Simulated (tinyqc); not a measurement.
Levels of description: finite square well with mass mismatch (envelope functions).

A square well of width L and depth V0, mass mw inside and mb outside, energies from the bottom of the well, c = hbar^2/2m0. k = sqrt(mw E/c), kappa = sqrt(mb (V0 - E)/c). psi and psi'/m are continuous at the walls (BenDaniel-Duke), so level n solves k L + 2 atan[(k/mw)/(kappa/mb)] = n pi.

Non-parabolic bands: mw is replaced by mw (1 + alpha_w E) and mb by mb (1 - alpha_b (V0 - E)), in k, kappa and the matching condition alike.

Constants: hbar^2/2m0 = 3.80998211 eV angstrom^2.

Inputs chosen for the exercise (near those of a strained Si well in SiGe; the results hold for these values, not for the real material): L = 26 angstrom (well width); V0 = 0.171 eV (barrier height); mw = 0.925 m0 (mass in the well); mb = 0.893 m0 (mass in the barrier); alpha_w = 0.46 1/eV (non-parabolicity in the well); alpha_b = 0.54 1/eV (non-parabolicity in the barrier).

The same well five ways. mb = mw: the barrier takes the mass of the well. psi' continuous: kappa holds mb but the condition drops the masses, k L + 2 atan(k/kappa) = n pi. The last column is measured against BenDaniel-Duke.

Levels (eV):

| model | E1 | E2 | E3 | E1 - E1(BDD) (meV) |
|---|---|---|---|---|
| infinite walls | 0.0601 | 0.2405 | 0.5412 | 28.7 |
| mb = mw | 0.0311 | 0.1155 | - | -0.3 |
| BenDaniel-Duke | 0.0314 | 0.1160 | - | 0.0 |
| psi' continuous | 0.0309 | 0.1150 | - | -0.5 |
| non-parabolic | 0.0317 | 0.1137 | - | 0.4 |

Hard walls put E1 28.7 meV too high. Ignoring the mass step moves it by -0.3 meV and the wrong matching by -0.5 meV: with mb/mw = 0.97, continuity of psi'/m lets the slope outside be 0.97 times the slope inside, which acts like a harder wall. Non-parabolicity shifts E1 by +0.4 meV, the balance of a heavier mass in the well, which lowers it, and a lighter mass deep in the barrier, which hardens the wall. Among the finite wells the largest departure in E1 is that of the model 'psi' continuous'.

Run: tinyqc, `OMP_NUM_THREADS=1 python tinyqc.py 1280560 1280561 out.jsonl`; Intel(R) Xeon(R) Processor @ 2.30GHz, one thread, shared host; about 0.01 s of CPU time with all checks.
